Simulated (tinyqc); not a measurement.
G0W0 on RHF in the 6-31g basis, for H2, spin multiplicity 1, step by step. One step of it, computed by the program tinyqc.

Question. Iteration 9 (converged): orbitals. Diagonalise F' = X^T F X, C = X C', fill 1 alpha and 1 beta electrons from the bottom; D = 2 C_occ C_occ^T. Each column has its largest component positive (the first on a tie).

converged F (hartree), order 1H 1s, 1H 2s, 2H 1s, 2H 2s:
```
[[0.053029, -0.454072, -0.464492, -0.451280],
 [-0.454072, -0.324136, -0.451280, -0.369802],
 [-0.464492, -0.451280, 0.053029, -0.454072],
 [-0.451280, -0.369802, -0.454072, -0.324136]]
```

X, order 1H 1s, 1H 2s, 2H 1s, 2H 2s:
```
[[1.261051, -0.497605, -0.089091, 0.043661],
 [-0.497605, 1.766918, 0.043661, -0.789058],
 [-0.089091, 0.043661, 1.261051, -0.497605],
 [0.043661, -0.789058, -0.497605, 1.766918]]
```

Give: F' = X^T F X; orbital energies; coefficients C; D after iteration 9.

Answer.

F' = X^T F X (hartree):
```
[[0.6080, -0.5745, -0.3528, -0.1227],
 [-0.5745, 0.2566, -0.1227, -0.2011],
 [-0.3528, -0.1227, 0.6080, -0.5745],
 [-0.1227, -0.2011, -0.5745, 0.2566]]
```

orbital energies (hartree): [-0.5490, 0.1921, 0.8596, 1.2264]

coefficients C, order 1H 1s, 1H 2s, 2H 1s, 2H 2s:
```
[[0.3003, 0.1538, 0.8364, -1.0170],
 [0.3122, 1.3642, -0.6955, 1.2458],
 [0.3003, -0.1538, 0.8364, 1.0170],
 [0.3122, -1.3642, -0.6955, -1.2458]]
```

D after iteration 9, order 1H 1s, 1H 2s, 2H 1s, 2H 2s:
```
[[0.1804, 0.1875, 0.1804, 0.1875],
 [0.1875, 0.1949, 0.1875, 0.1949],
 [0.1804, 0.1875, 0.1804, 0.1875],
 [0.1875, 0.1949, 0.1875, 0.1949]]
```
